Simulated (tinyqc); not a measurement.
Nucleation and growth of vacancy voids in a cooling silicon-like crystal. Changing the ratio (V/G)/xi_c. Computed by tinyqc, a small Python program. Command: `OMP_NUM_THREADS=1 python tinyqc.py 3009352 3009353 out.jsonl voids sweep`. One thread of a shared host (Intel(R) Xeon(R) Processor @ 2.30GHz), about 0.2 s of CPU time with the checks.

Spherical voids; vacancies are lost only to voids.

Inputs (values chosen for the exercise, for a model crystal):
```
quantity                                    value    unit
vacancy density at the melting point C_m  4.7e+14  1/cm^3
formation energy E_f                         4.18      eV
melting point T_m                            1685       K
diffusion prefactor D0                    0.00035  cm^2/s
migration energy E_m                         0.49      eV
site density rho                            5e+22  1/cm^3
void surface energy gamma                   0.934   J/m^2
cooling rate q                                9.4   K/min
limit of the excess at high V/G           2.1e+14  1/cm^3
temperature step                              0.2       K
```

Vacancy supply: from V/G.

Constants: k_B = 8.617333262e-05 eV/K; k_B = 1.380649e-23 J/K.

Method:
- C = C_x (u - 1)/(u + 0.2) with u = (V/G)/xi_c, a form chosen for the exercise.
- C_e = C_m exp[-(E_f/k_B)(1/T - 1/T_m)]; D = D0 exp(-E_m/(k_B T)); f = k_B T ln(C/C_e); r* = 2 gamma/(rho f); W* = 16 pi gamma^3/(3 rho^2 f^2); Z = f/sqrt(12 pi W* k_B T); I = rho Z (4 pi r* D C) exp(-W*/(k_B T)).
- March down from 1500 K in steps dT, dt = dT/q, with values at the upper end of each step: a class of I dt voids is born with r*; then all classes grow by r^2 += 2 D (C - C_e) dt/rho; C falls by the vacancies added to voids. Stop at 1150 K. T_n is the T of the largest I, N the final count (classes under 1e-6 /cm^3 are dropped), and the mean radius the number average.

One run for each value; columns: (1) ratio (V/G)/xi_c; (2) initial excess C (1/cm^3); (3) temperature of peak nucleation T_n (K); (4) void density N (1/cm^3); (5) mean radius (nm):
```
(1)          (2)     (3)         (4)     (5)
1.05  8.4000e+12  1272.4  7.5565e+08   3.703
1.33  4.5294e+13  1356.4  2.1161e+08   9.955
1.61  7.0773e+13  1380.0  1.5047e+08  12.951
1.89  8.9426e+13  1392.6  1.2582e+08  14.868
2.16  1.0322e+14  1400.4  1.1275e+08  16.181
2.44  1.1455e+14  1406.2  1.0412e+08  17.205
2.72  1.2370e+14  1410.4  9.8171e+07  18.003
3.00  1.3125e+14  1413.6  9.3820e+07  18.644
```

Describe and explain the trends.

Over the rows, initial excess C (1/cm^3) rises from 8.40e12 to 1.31e14 (exponent d ln y / d ln x 7.1 between the first rows and 0.60 between the last); temperature of peak nucleation T_n (K) rises from 1270 to 1410 (exponent d ln y / d ln x 0.27 between the first rows and 0.023 between the last); void density N (1/cm^3) falls from 7.56e8 to 9.38e7 (exponent d ln y / d ln x -5.4 between the first rows and -0.46 between the last). Near the neutral ratio the excess is small, nucleation late, and the voids small and many.

Caution (rows 1.05): below about 1290 K vacancies bind to oxygen in crucible-grown crystals, which cuts nucleation off; that is left out.

Extremes, crossings and ranges named in words are read from the listed rows.
